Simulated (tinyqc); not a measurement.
A particle near a wafer in liquid: double-layer and van der Waals forces (DLVO), deposition barrier and removal: one step, computed by the program tinyqc.

Sphere and flat wall, Derjaguin approximation, constant potentials in the linear-superposition form, no retardation and no hydration force.

Question. Screening. kappa^2 = 2 z^2 e^2 N_A (1000 c)/(eps eps_0 k_B T); gamma_i = tanh(z e psi_i/(4 k_B T)); Z = 64 pi eps eps_0 (k_B T/(z e))^2 gamma_1 gamma_2.

Inputs (values chosen for the exercise, of the order of those for silica on copper in water): particle radius R = 19 nm; potential of the particle psi_1 = -50 mV; potential of the wafer psi_2 = -11 mV; salt concentration c = 0.012 mol/L; valence z of the symmetric salt = 1; temperature T = 293 K; dielectric constant of the liquid = 80.2.

Constants: e = 1.602176634e-19 C; N_A = 6.02214076e+23 1/mol; eps_0 = 8.8541878128e-12 F/m; k_B = 1.380649e-23 J/K; k_B = 8.617333262e-05 eV/K.

Give: kappa; Debye length; gamma_1; gamma_2; Z; kappa R.

Answer.

kappa = 0.35938 1/nm

Debye length = 2.7826 nm

gamma_1 = -0.45823

gamma_2 = -0.10849

Z = 4.5248 pN

kappa R = 6.8282

Like signs: the double layers repel.
